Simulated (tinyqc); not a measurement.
Metal-interlayer-semiconductor contact, depinning against tunnelling resistance: two steps of the calculation.

Zero bias, n-type semiconductor. Gap states at the semiconductor surface thin out as exp(-be ti), which unpins the barrier; electrons must then cross the interlayer (a rectangular barrier, no voltage drop across it) and the parabolic depleted layer, both by WKB. Energies E are counted from the Fermi level; no image force, parabolic bands.

Inputs (values chosen for the exercise); semiconductor values close to those of germanium; interlayer mass of the order of that in strontium titanate, offset chosen freely: temperature T = 300 K; band gap Eg = 0.636 eV; relative permittivity eps_r = 15.4; electron affinity chi = 3.86 eV; conduction-band density of states at T Nc = 1.04e19 cm^-3; tunnelling mass in the semiconductor mt = 0.119 m0; Richardson mass mA = 1.09 m0; donor density Nd = 3.2e19 cm^-3; charge-neutrality level above the valence band E0 = 0.092 eV; pinning factor without interlayer S0 = 0.048; metal work function phiM = 4.34 eV; interlayer thickness ti = 1.9 nm; conduction-band offset of the interlayer above the semiconductor dE = 0.12 eV; tunnelling mass in the interlayer mi = 0.6 m0; decay constant of gap states through the interlayer be = 5.7 1/nm.

Constants: q = 1.602176634e-19 C, kB = 1.380649e-23 J/K, eps0 = 8.8541878128e-12 F/m, hbar = 1.054571817e-34 J s, h = 6.62607015e-34 J s, m0 = 9.1093837015e-31 kg, Vt = kB T/q, hbar^2/(2 m0) = 0.0380998212 eV nm^2. Results are converted to the units shown.

Question 1. Pinning, barrier and scales. S = 1/(1 + (1/S0 - 1) exp(-be ti)); phiB = S (phiM - chi) + (1 - S)(Eg - E0); xi = Ec - EF deep inside, from Nd = Nc F(-xi/Vt), F(x) = (2/sqrt(pi)) int_0^infinity sqrt(u) du/(1 + exp(u - x)); band bending U = phiB - xi; E00 = (hbar/2) sqrt(Nd/(eps0 eps_r mt m0)) in volts; A = 4 pi q mA m0 kB^2/h^3.

Wanted: S; phiB; xi; U; E00; A.

Answer 1.

S = 0.99961
phiB = 0.48003 eV
xi = -0.056070 eV
U = 0.53609 eV
E00 = 0.077583 eV
A = 130.99 A/(cm^2 K^2)

Question 2. Exponents and integrand on an energy grid. With U = phiB - xi: for xi < E < phiB, y = (E - xi)/U and G1 = (U/E00) [sqrt(1 - y) - y ln((1 + sqrt(1 - y))/sqrt(y))], G1 = 0 above phiB; G2 = 2 ti sqrt(mi max(phiB + dE - E, 0)/C), C = hbar^2/(2 m0); f = 1/(1 + exp(E/Vt)); integrand exp(-G1 - G2) f.

E, point 0 to 16 (eV): -0.05  -0.0225  0.005  0.0325  0.06  0.0875  0.115  0.1425  0.17  0.1975  0.225  0.2525  0.28  0.3075  0.335  0.3625  0.39
phiB = 0.48002512 eV
xi = -0.056069755 eV
E00 = 0.077583336 eV

Find: G1; G2; f; integrand.

Answer 2.

```
point     G1     G2         f  integrand (1e-8)
0      6.641  12.16    0.8737             0.598
1      5.798  11.90    0.7048             1.455
2      5.127  11.63    0.4518             2.379
3      4.545  11.36    0.2215             2.741
4      4.023  11.08   0.08941             2.463
5      3.550  10.80   0.03278             1.930
6      3.116  10.50   0.01156             1.409
7      2.717  10.20  0.004021             0.988
8      2.349   9.89  0.001392             0.674
9      2.009   9.57  4.808e-4             0.451
10     1.696   9.23  1.660e-4             0.297
11     1.408   8.89  5.730e-5             0.193
12     1.144   8.53  1.978e-5             0.124
13     0.904   8.16  6.827e-6             0.079
14     0.688   7.76  2.356e-6             0.050
15     0.496   7.35  8.133e-7             0.032
16     0.328   6.91  2.807e-7             0.020
```

Program tinyqc, `OMP_NUM_THREADS=1 python tinyqc.py 2270093 2270094 out.jsonl`; Intel Xeon 2.30GHz, shared host, one thread, about 0.02 s.
